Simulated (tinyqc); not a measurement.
Worked calculation: empirical pseudopotential in a few plane waves. One step of it, computed by the program tinyqc.

Question. Bloch Hamiltonian at G. Basis: the 15 shortest G (labels in 2 pi/a), the same at every k. H(G,G') = c |k + G|^2 delta + VS(|G-G'|^2) cos((G-G').tau) + i VA sin((G-G').tau), tau = a/8 (1,1,1); 1 Ry = 13.605693 eV.

Parameters chosen for this model: fcc lattice, atoms at +/- a/8 (1,1,1); form factors in rydberg at |G|^2 in units of (2 pi/a)^2:
```
parameter                 value      unit
a                      5.850000  angstrom
VS(3)                 -0.251000        Ry
VS(8)                  0.021000        Ry
VS(11)                 0.082000        Ry
VA(3)                         0        Ry
VA(4)                         0        Ry
VA(11)                        0        Ry
hbar^2/2m (2 pi/a)^2   4.395122        eV
```

k point G (2 pi / a): [0, 0, 0]

Give: H(k) at G.

Answer.

H(k) at G (eV):
```
         +0+0+0   -1-1-1   -1-1+1   -1+1-1   -1+1+1   +1-1-1   +1-1+1   +1+1-1
+0+0+0   0.0000   2.4148  -2.4148  -2.4148  -2.4148  -2.4148  -2.4148  -2.4148
-1-1-1   2.4148  13.1854   0.0000   0.0000  -0.2857   0.0000  -0.2857  -0.2857
-1-1+1  -2.4148   0.0000  13.1854   0.2857   0.0000   0.2857   0.0000   0.0000
-1+1-1  -2.4148   0.0000   0.2857  13.1854   0.0000   0.2857   0.0000   0.0000
-1+1+1  -2.4148  -0.2857   0.0000   0.0000  13.1854   0.0000   0.2857   0.2857
+1-1-1  -2.4148   0.0000   0.2857   0.2857   0.0000  13.1854   0.0000   0.0000
+1-1+1  -2.4148  -0.2857   0.0000   0.0000   0.2857   0.0000  13.1854   0.2857
+1+1-1  -2.4148  -0.2857   0.0000   0.0000   0.2857   0.0000   0.2857  13.1854
+1+1+1   2.4148   0.0000  -0.2857  -0.2857   0.0000  -0.2857   0.0000   0.0000
-2+0+0   0.0000  -2.4148  -2.4148  -2.4148   2.4148   0.7889  -0.7889  -0.7889
+0-2+0   0.0000  -2.4148  -2.4148   0.7889  -0.7889  -2.4148   2.4148  -0.7889
+0+0-2   0.0000  -2.4148   0.7889  -2.4148  -0.7889  -2.4148  -0.7889   2.4148
+0+0+2   0.0000  -0.7889   2.4148  -0.7889  -2.4148  -0.7889  -2.4148   0.7889
+0+2+0   0.0000  -0.7889  -0.7889   2.4148  -2.4148  -0.7889   0.7889  -2.4148
+2+0+0   0.0000  -0.7889  -0.7889  -0.7889   0.7889   2.4148  -2.4148  -2.4148

         +1+1+1   -2+0+0   +0-2+0   +0+0-2   +0+0+2   +0+2+0   +2+0+0
+0+0+0   2.4148   0.0000   0.0000   0.0000   0.0000   0.0000   0.0000
-1-1-1   0.0000  -2.4148  -2.4148  -2.4148  -0.7889  -0.7889  -0.7889
-1-1+1  -0.2857  -2.4148  -2.4148   0.7889   2.4148  -0.7889  -0.7889
-1+1-1  -0.2857  -2.4148   0.7889  -2.4148  -0.7889   2.4148  -0.7889
-1+1+1   0.0000   2.4148  -0.7889  -0.7889  -2.4148  -2.4148   0.7889
+1-1-1  -0.2857   0.7889  -2.4148  -2.4148  -0.7889  -0.7889   2.4148
+1-1+1   0.0000  -0.7889   2.4148  -0.7889  -2.4148   0.7889  -2.4148
+1+1-1   0.0000  -0.7889  -0.7889   2.4148   0.7889  -2.4148  -2.4148
+1+1+1  13.1854  -0.7889  -0.7889  -0.7889  -2.4148  -2.4148  -2.4148
-2+0+0  -0.7889  17.5805   0.2857   0.2857  -0.2857  -0.2857   0.0000
+0-2+0  -0.7889   0.2857  17.5805   0.2857  -0.2857   0.0000  -0.2857
+0+0-2  -0.7889   0.2857   0.2857  17.5805   0.0000  -0.2857  -0.2857
+0+0+2  -2.4148  -0.2857  -0.2857   0.0000  17.5805   0.2857   0.2857
+0+2+0  -2.4148  -0.2857   0.0000  -0.2857   0.2857  17.5805   0.2857
+2+0+0  -2.4148   0.0000  -0.2857  -0.2857   0.2857   0.2857  17.5805
```
